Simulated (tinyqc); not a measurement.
## In-plane mass from two subband densities

Inverse problem. At zero temperature each occupied subband holds N_k = D (EF - E_k), D = md m0 q/(pi hbar^2) per eV. Two subbands are occupied. Find md, EF - E1 and EF - E2.

Constants: q = 1.602176634e-19 C, hbar = 1.054571817e-34 J s, m0 = 9.1093837015e-31 kg. Results are converted to the units shown.

N1, N2 (cm^-2): [6.4913726e11, 2.7e11]
E2 - E1 = 22.3 meV

Answer. N1 - N2 = D (E2 - E1) gives D and so md; each N_k/D is a distance to EF.

md = 0.04070 m0
EF - E1 = 38.18 meV
EF - E2 = 15.88 meV

tinyqc, about 0.1 s, one thread, Intel Xeon 2.30GHz (shared host): `OMP_NUM_THREADS=1 python tinyqc.py 2140001 2140002 out.jsonl`
